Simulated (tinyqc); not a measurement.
# Heavy doping: band filling, gap narrowing, band tails and the effective intrinsic density, step by step

A worked calculation. Computed by tinyqc, a small Python program that keeps every step. Command: `OMP_NUM_THREADS=1 python tinyqc.py 3004199 3004200 out.jsonl gapnarrow walk`. One thread of a shared host (Intel(R) Xeon(R) Processor @ 2.30GHz), about 0.01 s of CPU time with the checks. Intermediate numbers are printed to about 6 digits and carried at full precision; extremes and crossings named in words are read from the listed rows.

An n-type crystal above its Mott density, with all dopants ionised: n = N_D - N_A, ionised centres N_I = N_D + N_A. Valleys are taken as spherical with mass m_e.

Inputs (values chosen for the exercise, modelled on germanium):
```
quantity                      value   unit
gap E_g                       0.676     eV
electron mass m_e             0.227    m_0
valleys M_c                       4      -
hole mass m_h                 0.347    m_0
dielectric constant eps        16.3      -
donor density N_D           7.2e+19  cm^-3
compensation ratio N_A/N_D        0      -
temperature T                    77      K
```

Conduction band: parabolic.

Constants: a_0 = 0.529177210903 angstrom; Ry = 13.605693123 eV; k_B = 8.617333262e-05 eV/K; hbar^2/(2 m_0) = 3.80998212 eV angstrom^2; e = 1.602176634e-19 C; eps_0 = 8.8541878128e-12 F/m; e^2/(4 pi eps_0) = 14.39964548 eV angstrom.

## Scales

n = N_D (1 - ratio); Ry* = Ry m_e/eps^2, a* = a_0 eps/m_e; r_s = (3/(4 pi n))^(1/3)/a*; k_F = (3 pi^2 n/M_c)^(1/3); Mott density (0.26/a*)^3.

n = 7.20e+19 cm^-3

Ry* = 11.6244 meV

a* = 37.9982 angstrom

r_s = 0.392431

k_F = 0.0810770 1/angstrom

Mott density = 3.20355e+17 cm^-3

## Band filling

n = M_c (1/(2 pi^2)) (m_e/(hbar^2/2m_0))^(3/2) int sqrt(E) f dE, f = 1/(1 + exp((E - E_F)/k_B T)); trapezoid rule in t = sqrt(E/k_B T), step 0.02 up to 12; E_F by bisection from the band edge. At T = 0, E_F = (hbar^2/2m_0) k_F^2/m_e; dn/dE_F uses f (1 - f)/k_B T in place of f.

E_F above the band edge = 110.000 meV

E_F at T = 0 = 110.330 meV

E_F/k_B T = 16.5778

dn/dE_F = 9.75931e+20 cm^-3/eV

## Screening, narrowing and potential fluctuations

Screening: q^2 = (e/(eps eps_0)) dn/dE_F. Exchange lowers the conduction band by (1/pi) k_F e^2/(4 pi eps_0 eps) (T = 0 Hartree-Fock at k_F, taken as a rigid shift). Screening raises the valence band by (q/2) e^2/(4 pi eps_0 eps) (static Coulomb hole). The narrowing is the sum; electron correlation and carrier-ion shifts are left out. Root-mean-square potential of randomly placed ions: V_rms = (e^2/(4 pi eps_0 eps)) sqrt(2 pi N_I/q).

screening length 1/q = 9.60734 angstrom

exchange term = 22.7988 meV

Coulomb-hole term = 45.9760 meV

gap narrowing = 68.7748 meV

V_rms = 58.2401 meV

V_rms is 0.53 of the larger of E_F and k_B T, so band tails matter. Caution: the screening length is well below a*, where static Thomas-Fermi screening overstates the Coulomb hole. Caution: E_F exceeds a tenth of the gap, so the parabolic band overstates it, by tens of per cent once E_F nears E_g; higher valleys may fill as well.

## What optics and devices see

n p/n_i^2 = exp(narrowing/k_B T) x (n/N) exp(-E_F/k_B T), N being the limit of n exp(-E_F/k_B T) far below the edge (taken at E_F = -12 k_B T); apparent narrowing = k_B T ln(n p/n_i^2).

apparent narrowing = -15.1354 meV

log10(n p/n_i^2) = -0.990636

Degeneracy takes back 83.9 meV of the 68.8 meV of narrowing, so the minority density ends below its ideal value n_i^2/n.

## Filling against narrowing

The compensation ratio is held.

Against carrier density (energies in meV):
```
n (cm^-3)      E_F  narrowing  apparent narrowing    V_rms
7.20e+18    22.035    40.6799              29.456   22.763
1.40e+19    35.993    47.7164              26.947   29.643
2.90e+19    59.559    56.1976              16.694   39.948
5.00e+19    86.098    63.4125               0.985   50.055
7.20e+19   110.000    68.7748             -15.135   58.240
1.20e+20   154.859    77.1303             -48.249   72.027
1.80e+20   203.051    84.5618             -86.319   85.270
2.90e+20   279.169    94.3415            -149.494  104.005
```

Narrowing grows with exponent 0.23 between the last rows (exchange goes as n^(1/3), the Coulomb hole as n^(1/6) in a degenerate parabolic band) and E_F with 0.67 (2/3 for a parabolic band at T = 0). The apparent narrowing falls over all rows, since E_F grows faster than the narrowing. Where V_rms is above half of E_F, band tails blur the edge by more than small net shifts.

Checks made by the program: E_F at low temperature against the T = 0 value (relative difference 2e-04).
